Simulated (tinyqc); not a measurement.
Worked calculation: sp3s* tight binding with spin-orbit coupling. Values are carried at full precision from step to step, so a last printed digit may differ when a step is redone from the rounded ones.

sp3s* tight binding, nearest neighbours only: anion (a) at 0, cation (c) at a/4 (1,1,1), orbitals s, px, py, pz, s* on each; k in units of 2 pi/a. With phases e_j = exp(i (pi/2) k.n_j) for n = (1,1,1), (1,-1,-1), (-1,1,-1), (-1,-1,1): g0 = (e1+e2+e3+e4)/4, g1 = (e1+e2-e3-e4)/4, g2 = (e1-e2+e3-e4)/4, g3 = (e1-e2-e3+e4)/4. The diagonal holds the levels Esa, Epa, Exa (s*) and Esc, Epc, Exc. Anion-cation block: <sa|sc> = Vss g0; <sa|xc> = Vsapc g1; <xa|sc> = -Vscpa g1; <xa|xc> = Vxx g0; <xa|yc> = <ya|xc> = Vxy g3, <xa|zc> = <za|xc> = Vxy g2, <ya|zc> = <za|yc> = Vxy g1; <s*a|xc> = Vxapc g1; <xa|s*c> = -Vpaxc g1; y and z take g2 and g3 in place of g1; s-s* and s*-s* vanish.

Constants: hbar^2/2m0 = 3.80998211 eV angstrom^2.

Values chosen for the exercise (near a published set for InAs, fitted to gaps, whose masses and valley positions are rough; spin-orbit coupling, where it is added without a refit, lifts the valence top and shrinks all gaps by about a third of the splitting; the results hold for these values, not for the real material): k = (0.06, 0.06, 0.06) 2 pi/a (wave vector); Esa = -9.663 eV (s level of the anion); Epa = 0.923 eV (p level of the anion); Esc = -2.726 eV (s level of the cation); Epc = 3.713 eV (p level of the cation); Exa = 7.493 eV (s* level of the anion); Exc = 6.804 eV (s* level of the cation); Vss = -5.6 eV (s-s); Vxx = 1.84 eV (px-px); Vxy = 4.505 eV (px-py); Vsapc = 3.035 eV (s anion, p cation); Vscpa = 5.412 eV (s cation, p anion); Vxapc = 3.398 eV (s* anion, p cation); Vpaxc = 3.947 eV (p anion, s* cation); Da = 0.438 eV (atomic spin-orbit splitting, anion); Dc = 0.388 eV (the same, cation); a = 6.062 angstrom (lattice constant).

## Phase sums

Form g0 to g3 at this k.

g0, g1, g2, g3: 0.98674-0.00083i  -0.00882+0.09327i  -0.00882+0.09327i  -0.00882+0.09327i

## The Hamiltonian without spin-orbit coupling

Fill in the 10 x 10 matrix.

H(k) (eV):
```
,sa,xa,ya,za,s*a,sc,xc,yc,zc,s*c
sa,-9.6630,0,0,0,0,-5.5258+0.0047i,-0.0268+0.2831i,-0.0268+0.2831i,-0.0268+0.2831i,0
xa,0,0.9230,0,0,0,0.0477-0.5048i,1.8156-0.0015i,-0.0397+0.4202i,-0.0397+0.4202i,0.0348-0.3682i
ya,0,0,0.9230,0,0,0.0477-0.5048i,-0.0397+0.4202i,1.8156-0.0015i,-0.0397+0.4202i,0.0348-0.3682i
za,0,0,0,0.9230,0,0.0477-0.5048i,-0.0397+0.4202i,-0.0397+0.4202i,1.8156-0.0015i,0.0348-0.3682i
s*a,0,0,0,0,7.4930,0,-0.0300+0.3169i,-0.0300+0.3169i,-0.0300+0.3169i,0
sc,-5.5258-0.0047i,0.0477+0.5048i,0.0477+0.5048i,0.0477+0.5048i,0,-2.7260,0,0,0,0
xc,-0.0268-0.2831i,1.8156+0.0015i,-0.0397-0.4202i,-0.0397-0.4202i,-0.0300-0.3169i,0,3.7130,0,0,0
yc,-0.0268-0.2831i,-0.0397-0.4202i,1.8156+0.0015i,-0.0397-0.4202i,-0.0300-0.3169i,0,0,3.7130,0,0
zc,-0.0268-0.2831i,-0.0397-0.4202i,-0.0397-0.4202i,1.8156+0.0015i,-0.0300-0.3169i,0,0,0,3.7130,0
s*c,0,0.0348+0.3682i,0.0348+0.3682i,0.0348+0.3682i,0,0,0,0,0,6.8040
```

## Levels at this k

Diagonalise H, which belongs to k = (0.06, 0.06, 0.06) (2 pi/a). Four bands are filled (two electrons each); give the make-up of band 5, the lowest empty one.

levels (eV): -12.7405  -0.7113  -0.0413  -0.0413  0.9205  4.6006  4.6773  4.6773  6.8883  7.5865

weights of band 5: s 0.633, p 0.363, s* 0.004

weight of band 5 on atom a = 0.417

The vertical gap at this k is 0.9618 eV; band 5 is mostly s-like.

## Levels at Gamma

Spin-orbit coupling acts within the p shell of each atom as (D/3) L.sigma, D = Da or Dc: it puts four states at Ep + D/3 and two at Ep - 2D/3.

At k = 0 only g0 = 1 is left and H falls into 2 x 2 blocks [[E_a, V], [V, E_c]] with roots (E_a + E_c)/2 -/+ sqrt(((E_a - E_c)/2)^2 + V^2); the s* levels stay uncoupled. The direct gap runs from the highest lower root of the p blocks to the lowest upper root.

Blocks at Gamma (eV):
```
block,E_a,E_c,V,lower root,upper root
s (Gamma6),-9.6630,-2.7260,-5.6000,-12.7816,0.3926
p 3/2 (Gamma8),1.0690,3.8423,1.8400,0.1517,4.7597
p 1/2 (Gamma7),0.6310,3.4543,1.8400,-0.2765,4.3618
```

direct gap at Gamma = 0.2410 eV

The lowest empty level at Gamma is s-like. The split-off band lies 0.4281 eV below the top, between Dc = 0.388 and Da = 0.438 eV, weighted by where the valence p state sits.

## Bands near the gap

Diagonalise at L = (1/2,1/2,1/2), X = (1,0,0), W = (1,1/2,0), K = (3/4,3/4,0) and at the fractions named between them; energies from the top of the valence band at Gamma; the matrix is 20 x 20 and 8 levels are filled.

Levels (eV):
```
k,level 3,level 5,level 7,level 8,level 9,level 10,level 11
L,-6.476,-1.443,-1.158,-1.158,1.176,1.176,3.992
L-G 0.5,-4.061,-0.921,-0.637,-0.637,1.440,1.440,4.198
G,-0.428,0.000,0.000,0.000,0.241,0.241,4.210
G-X 0.2,-1.656,-0.582,-0.349,-0.349,1.368,1.368,4.058
G-X 0.4,-3.436,-1.265,-1.090,-1.090,2.098,2.098,3.397
G-X 0.6,-5.142,-1.951,-1.820,-1.820,2.333,2.333,2.805
G-X 0.7,-5.901,-2.225,-2.109,-2.109,2.310,2.310,2.623
G-X 0.8,-6.544,-2.431,-2.326,-2.326,2.225,2.225,2.536
G-X 0.9,-7.003,-2.558,-2.459,-2.459,2.149,2.149,2.500
X,-7.176,-2.601,-2.504,-2.504,2.120,2.120,2.489
W,-7.231,-2.698,-2.505,-2.458,2.033,2.208,2.439
K,-7.132,-2.812,-2.179,-2.163,1.926,2.006,2.681
K-G 0.5,-4.763,-1.814,-0.831,-0.823,1.776,1.788,3.640
```

On these points the lowest empty level is lowest at G, 0.241 eV above the top.

## Valleys and masses

The lowest conduction level (mean of the pair) at Gamma, at its minimum on (x,0,0) for x from 0.5 to 1, and at the point L (L, and X where the search ends there, need not be minima in this model; a zero or negative inverse mass shows it). Inverse masses m0/m = (E(+h) + E(-h) - 2 E)/(2 c q^2) with c = hbar^2/2m0, q = h 2 pi/a, h = 0.002; longitudinal along the valley axis ([100] at Gamma and Delta, [111] at L), transverse along [010] or [1-10]. A dash: the next level lies within 0.15 eV, so a single mass has no use there.

Valleys:
```
valley,x (2 pi/a),E - Ev (eV),m0/m_l,m0/m_t
Gamma,0.0000,0.2410,45.42,45.42
Delta,1.0000,2.1199,0.71,0.00
L,0.5000,1.1756,0.56,2.38
```

Of these three the lowest is Gamma, which makes the gap direct, 0.2410 eV. At Delta m0/m_t is 0.00. This nearest-neighbour model is fitted to gaps: it places the Delta minimum and the masses at Delta and L only roughly (transverse masses can be several times too heavy), and since its bands are flat from X to W the transverse mass grows too heavy towards X; d orbitals or second neighbours cure this.

## Checks

- Direct gap at Gamma from the blocks against the full matrix: both 0.240985.

Computed by tinyqc, a small Python program: `OMP_NUM_THREADS=1 python tinyqc.py 1450631 1450632 out.jsonl` (the numbers bound the seed that draws the inputs); one thread of a shared host (Intel(R) Xeon(R) Processor @ 2.30GHz), about 0.1 s for the whole set of steps.
